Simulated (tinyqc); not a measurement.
Drifting, spreading and decaying minority pulse (Haynes-Shockley), Crank-Nicolson time steps: two steps of the calculation.

Low injection in a uniform field: dn/dt = D d2n/dx2 - v dn/dx - n/tau with D = mu Vt and v = mu F towards +x. Exact solution on an infinite bar for a Gaussian start at x0: n = N0 exp(-t/tau) exp(-(x - x0 - v t)^2/(2 s^2))/sqrt(2 pi s^2), s^2 = s0^2 + 2 D t.

Parameters, values chosen for the exercise; mobility close to that of indium phosphide at room temperature:
- T = 300 K (temperature)
- mu = 196 cm^2/(V s) (minority-carrier mobility)
- F = 38 V/cm (sweep field along the drift)
- hx = 5.4 um (mesh step)
- tau = 9.8e-7 s (lifetime)
- dt = 4e-8 s (time step)

Constants: q = 1.602176634e-19 C, kB = 1.380649e-23 J/K, Vt = kB T/q. Results are converted to the units shown.

Task 1. Coefficients of the scheme. Exponentially fitted fluxes: d = F hx/Vt, B(d) = d/(exp(d) - 1), k = D dt/hx^2; (L n)_i = a n_(i-1) + b n_i + c n_(i+1) with a = k B(-d), c = k B(d), b = -a - c - dt/tau. Explicit steps keep n positive for dt up to 1/[(D/hx^2)(B(d) + B(-d)) + 1/tau].

Wanted: D; v; d; a; b; c; positivity limit of dt.

Result 1.

D = 5.067 cm^2/s
v = 7448 cm/s
d = 0.7937
a = 1.007
b = -1.503
c = 0.4553
positivity limit of dt = 2.661e-8 s

Task 2. Densities after a time step. (L n)_i = a n_(i-1) + b n_i + c n_(i+1), n = 0 beyond the ends. Crank-Nicolson step: solve n(new) - L n(new)/2 = n + L n/2.

a = 1.0070278
b = -1.5031682
c = 0.45532409
n at t = 1 dt, node 1 to 9 (in units of 1e14 cm^-3): 0.1323950  0.5756688  1.3943307  2.1880125  2.3112946  1.4412728  0.5601073  0.1748755  0.0504137

Give: n at t = 2 dt.

Result 2.

n at t = 2 dt, node 1 to 9 (in units of 1e14 cm^-3): 0.1551  0.4732  0.9820  1.5265  1.7897  1.5914  1.0414  0.5186  0.2065

Computed by the program tinyqc: `OMP_NUM_THREADS=1 python tinyqc.py 2310109 2310110 out.jsonl`, one thread of a shared Intel Xeon 2.30GHz, about 0.01 s for the whole run.
